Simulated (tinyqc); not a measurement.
Changing the electron density n: strain, valley repopulation and piezoresistance in a many-valley conduction band. Computed by tinyqc, a small Python program. Command: `OMP_NUM_THREADS=1 python tinyqc.py 3010229 3010230 out.jsonl valleys sweep`. One thread of a shared host (Intel(R) Xeon(R) Processor @ 2.30GHz), about 0.03 s of CPU time with the checks.

Valleys are ellipsoids with mass m_l along the axis a and m_t across it, parabolic, with one constant relaxation time; strain shifts the valleys and leaves the masses alone. Currents are taken along [100], along the load, and along [010], across the load.

Inputs (values chosen for the exercise, modelled on silicon):

| quantity | value | unit |
|---|---|---|
| longitudinal mass m_l | 0.904 | m_0 |
| transverse mass m_t | 0.186 | m_0 |
| shear deformation potential Xi_u | 9.39 | eV |
| dilation deformation potential Xi_d | 1.1 | eV |
| C11 | 166 | GPa |
| C12 | 64.5 | GPa |
| C44 | 80.1 | GPa |
| stress X (tension positive) | 1000 | MPa |
| relaxation time tau | 210 | fs |
| temperature T | 350 | K |

Valley axes: <100> (6 valleys in 3 pairs). Load: uniaxial [100].

Constants: k_B = 8.617333262e-05 eV/K; m_0 = 9.1093837015e-31 kg; k_B = 1.380649e-23 J/K; hbar = 1.054571817e-34 J s; e = 1.602176634e-19 C.

Method:
- Compliances S11 = (C11 + C12)/((C11 - C12)(C11 + 2 C12)), S12 = -C12/((C11 - C12)(C11 + 2 C12)), S44 = 1/C44; stress sigma_ij = X n_i n_j for the unit vector n of the load; e_xx = S11 sigma_xx + S12 (sigma_yy + sigma_zz), e_xy = S44 sigma_xy/2 (tensor strain).
- Herring-Vogt shift of a valley with unit axis a: dE = Xi_d tr(e) + Xi_u a.e.a.
- Each of the 6 valleys holds n_v = N_v (2/sqrt(pi)) F_1/2((E_F - dE_v)/(k_B T)), N_v = 2 (m_d k_B T/(2 pi hbar^2))^(3/2), m_d = (m_l m_t^2)^(1/3); E_F solves sum n_v = n and is counted from the unstrained edge.
- F_j(eta) = int_0^infinity x^j/(1 + exp(x - eta)) dx, without a gamma-function factor. It is evaluated after integrating by parts.
- Integrals over x = E/(k_B T) use 160 Gauss-Legendre points in u = sqrt(x) from 0 to sqrt(max(eta, 0) + 32).
- Mobility tensor mu = e tau sum_v (n_v/n) [1/m_t + (1/m_l - 1/m_t) a a^T]; unstrained mu_0 = e tau (1/m_l + 2/m_t)/3; resistivity along d from the inverse tensor, rho_d = d.mu^-1.d/(n e), mobility along d = 1/(d.mu^-1.d); gauge pi_d = (rho_d/rho_0 - 1)/X.
- With eta_0 the reduced Fermi level without strain, r = F_-1/2(eta_0)/(2 F_1/2(eta_0)) (1 for a classical gas) and c = r (Xi_u/k_B T) (m_l - m_t)/(2 m_l + m_t): pi11 = -(2/3) c (S11 - S12), pi12 = -pi11/2, pi44 = 0, with S11 - S12 = 1/(C11 - C12).

One run for each value:

| electron density n (1/cm^3) | degeneracy factor r | eta_0 | resistance change along the first direction (%) | resistance change along the second direction (%) |
|---|---|---|---|---|
| 1.00e+16 | 0.9999 | -8.118 | -25.12 | 20.16 |
| 3.60e+16 | 0.9996 | -6.837 | -25.12 | 20.16 |
| 1.30e+17 | 0.9986 | -5.552 | -25.12 | 20.15 |
| 1.70e+18 | 0.9824 | -2.965 | -25.09 | 20.11 |
| 6.30e+18 | 0.9381 | -1.606 | -24.99 | 19.99 |
| 2.30e+19 | 0.8079 | -0.138 | -24.61 | 19.50 |
| 8.30e+19 | 0.5494 | 1.752 | -22.76 | 17.27 |
| 3.00e+20 | 0.2778 | 5.039 | -15.88 | 10.42 |

Give the missing row, electron density n (1/cm^3) = 4.80e+17.

Computed row; columns: (1) electron density n (1/cm^3); (2) degeneracy factor r; (3) eta_0; (4) resistance change along the first direction (%); (5) resistance change along the second direction (%):
```
(1)          (2)     (3)     (4)    (5)
4.80e+17  0.9950  -4.242  -25.11  20.14
```

Interpolating between the two neighbouring rows (the first column on a logarithmic scale, the others too where they are positive) misses most in degeneracy factor r, by 0.46 %. Over the rows, degeneracy factor r falls from 1.000 to 0.278 (exponent d ln y / d ln x -2.1e-4 between the first rows and -0.53 between the last); eta_0 rises from -8.12 to 5.04; resistance change along the first direction (%) rises from -25.1 to -15.9. r has dropped to one half between 8.30e19 and 3.00e20 per cm^3, so heavily doped gauges are less sensitive but also less dependent on temperature.

Extremes, crossings and ranges named in words are read from the listed rows.
